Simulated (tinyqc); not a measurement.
# p-n diode with diffusion and depletion-layer recombination: what changes with what

Abrupt junction in the depletion approximation, low injection, full ionisation, neutral widths fixed, ohmic contact on the p side. Vj is the junction voltage; where a series resistance Rs is given, V = Vj + J Rs is the terminal voltage.

Parameters, values chosen for the exercise; band and dielectric values close to those of silicon: temperature T = 400 K; band gap Eg = 1.1 eV; relative permittivity eps_r = 11.7; conduction-band density of states at T Nc = 4.26e19 cm^-3; valence-band density of states at T Nv = 4.14e19 cm^-3; acceptor density Na = 3.2e16 cm^-3; donor density Nd = 4.9e15 cm^-3; electron mobility in the p side mun = 880 cm^2/(V s); hole mobility in the n side mup = 420 cm^2/(V s); electron lifetime tn = 4e-9 s; hole lifetime tp = 2e-6 s; neutral width of the p side wp = 5.6 um; neutral width of the n side wn = 14 um; recombination velocity at the n contact Sp = 1e7 cm/s; series resistance Rs = 0.0085 ohm cm^2; trap level above the intrinsic level Et = 0.14 eV; junction voltage at which recombination is evaluated Vj = 0.3 V.

Constants: q = 1.602176634e-19 C, kB = 1.380649e-23 J/K, Vt = kB T/q, eps0 = 8.8541878128e-14 F/cm where lengths are in cm. Results are converted to the units shown.

Each table varies one quantity; the others keep the values above.

## Currents and ideality against junction voltage

ni = sqrt(Nc Nv) exp(-Eg/(2 Vt)), Eg in volts; D = mu Vt; Ln = sqrt(Dn tn), Lp = sqrt(Dp tp); J0n = q ni^2 Dn coth(wp/Ln)/(Ln Na); J0p = (q ni^2 Dp/(Lp Nd)) (s + tanh(wn/Lp))/(1 + s tanh(wn/Lp)), s = Sp Lp/Dp. J_diff = (J0n + J0p)(exp(Vj/Vt) - 1). Vbi = Vt ln(Na Nd/ni^2), W = sqrt(2 eps0 eps_r (Vbi - Vj)(1/Na + 1/Nd)/q), xp = W Nd/(Na + Nd), xn = W Na/(Na + Nd); u(x) = q Na (x + xp)^2/(2 eps0 eps_r) for x < 0 and Vbi - Vj - q Nd (xn - x)^2/(2 eps0 eps_r) for x > 0; p = Na exp(-u/Vt), n = Nd exp((u - Vbi + Vj)/Vt); U = ni^2 (exp(Vj/Vt) - 1)/(tp (n + ni exp(Et/Vt)) + tn (p + ni exp(-Et/Vt))); J_scr = q times the integral of U from -xp to xn. J = J_diff + J_scr. Ideality = (1/Vt) dVj/d ln J or (1/Vt) dV/d ln J; last column ni^2 exp(Vj/Vt)/N^2.

Currents and ideality against junction voltage:
columns A: Vj (V); B: J_diff (A/cm^2); C: J_scr (A/cm^2); D: J (A/cm^2); E: V (V); F: ideality against Vj; G: ideality against V; H: minority/doping, lighter side
```
A            B         C         D       E       F       G         H
0.14  0.001138  7.417e-6  0.001145  0.1400  0.9833  0.9836  5.896e-5
0.16  0.002048  1.273e-5  0.002061  0.1600  0.9909  0.9914  1.053e-4
0.18  0.003675  2.170e-5  0.003697  0.1800  0.9951  0.9960  1.882e-4
0.21  0.008802  4.774e-5  0.008850  0.2101  0.9983   1.000  4.493e-4
0.23   0.01574  8.012e-5   0.01582  0.2301  0.9993   1.003  8.026e-4
0.26   0.03761  1.719e-4   0.03778  0.2603   1.000   1.009  0.001916
0.28   0.06721  2.829e-4   0.06749  0.2806   1.000   1.017  0.003424
0.31    0.1605  5.854e-4    0.1611  0.3114   1.001   1.040  0.008174
0.33    0.2867  9.340e-4    0.2877  0.3324   1.001   1.072   0.01460
```

The ideality against Vj rises from 0.983 to 1.00. Diffusion is the larger current in every row. J_scr alone has an ideality of 1.07 between the first two rows and 1.24 between the last two.

## Effect of the neutral width of the n side

Same model as above.

J = J_diff + J_scr.

The same in every row: J0n (A/cm^2) = 1.152e-5; J_scr (A/cm^2) = 4.608e-4.

Effect of the neutral width of the n side:
```
wn (um)  J0p (A/cm^2)  J_diff (A/cm^2)  J_scr/J (%)     wn/Lp
0.2          5.381e-4            3.310      0.01392  0.003717
0.6          1.878e-4            1.200      0.03837   0.01115
2            5.731e-5           0.4145       0.1110   0.03717
6            1.927e-5           0.1854       0.2479    0.1115
20           6.029e-6           0.1057       0.4342    0.3717
50           2.936e-6          0.08705       0.5266    0.9292
200          2.147e-6          0.08230       0.5568     3.717
500          2.145e-6          0.08228       0.5569     9.292
```

As wn goes from 0.2 to 500, J0p falls from 5.38e-4 to 2.14e-6 A/cm^2, J_scr stays at 4.61e-4 A/cm^2 and its share rises from 0.0139 to 0.557 %. J0p goes as wn^(-0.96) between the first two rows and wn^(0.00) between the last two; Lp = 53.8 um divides the short base from the long one.

Numbers from tinyqc (`OMP_NUM_THREADS=1 python tinyqc.py 2260056 2260057 out.jsonl`; about 0.01 s on one thread of a shared Intel Xeon 2.30GHz).
